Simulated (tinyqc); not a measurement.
What each parameter does: thresholds of impact ionisation and Auger recombination from band masses.

Parabolic bands, no phonon. At threshold the three slow carriers share one velocity. With M their total mass and m4 the mass of the fast carrier, the fast carrier has the kinetic energy E_T = G M/(M - m4) and the slow ones together E_a = G m4/(M - m4), the activation energy of the Auger rate. CCCH (fast electron): G = Eg, M = 2 me + mh, m4 = me. CHHS (hole into the split-off band): G = Eg - Dso, M = 2 mh + me, m4 = ms; this form holds for Eg > Dso (below, the process needs about Dso - Eg and is marked by a dash). CHHL (hole into the light band): G = Eg, M = 2 mh + me, m4 = ml. CHHH (fast heavy hole): G = Eg, M = 2 mh + me, m4 = mh.

Non-parabolic fast electron: E (1 + alpha E) = c k^2/me with alpha = (1 - me)^2/Eg; the slow carriers stay parabolic, so E_T = Eg + me E_T (1 + alpha E_T)/M, M = 2 me + mh (the root between Eg and 1.9 Eg).

Constants: kB = 8.617333262e-05 eV/K.

Inputs chosen for the exercise (near those of CdTe, gap at low temperature and not tied to T; not measured data):
```
symbol  value   unit  meaning
Eg      1.564   eV    gap at Gamma to the s-like level
Dso     0.9     eV    spin-orbit splitting
me      0.0987  m0    electron mass at Gamma
mh      0.59    m0    heavy-hole mass
ms      0.299   m0    split-off mass
ml      0.1148  m0    light-hole mass
T       300     K     temperature
```

Activation energies.

One parameter was then changed.

Results before and after:
```
case     CCCH (meV)  CCCH non-parabolic (meV)  CHHL (meV)  CHHS (meV)
base         224.14                    559.94      154.26      202.65
changed      224.14                    559.94      137.45      202.65
```

Which of these changes was made? (a) me = 0.1086 m0; (b) mh = 0.531 m0; (c) ml = 0.1033 m0; (d) Eg = 1.7204 eV; (e) ms = 0.2691 m0; (f) Dso = 0.81 eV.

Answer: (c) ml = 0.1033 m0. Of the candidates, run in turn, only this one gives the changed row.

All candidates:
```
case            CCCH (meV)  CCCH non-parabolic (meV)  CHHL (meV)  CHHS (meV)
base                224.14                    559.94      154.26      202.65
Eg = 1.7204 eV      246.56                    615.93      169.69      250.38
Dso = 0.81 eV       224.14                    559.94      154.26      230.12
me = 0.1086 m0      243.13                    619.77      152.96      200.62
mh = 0.531 m0       245.14                    640.95      171.67      230.40
ms = 0.2691 m0      224.14                    559.94      154.26      176.98
ml = 0.1033 m0      224.14                    559.94      137.45      202.65
```

(tinyqc, `OMP_NUM_THREADS=1 python tinyqc.py 1850603 1850604 out.jsonl`, Intel(R) Xeon(R) Processor @ 2.30GHz, 1 thread, shared host, about 0.01 s.)
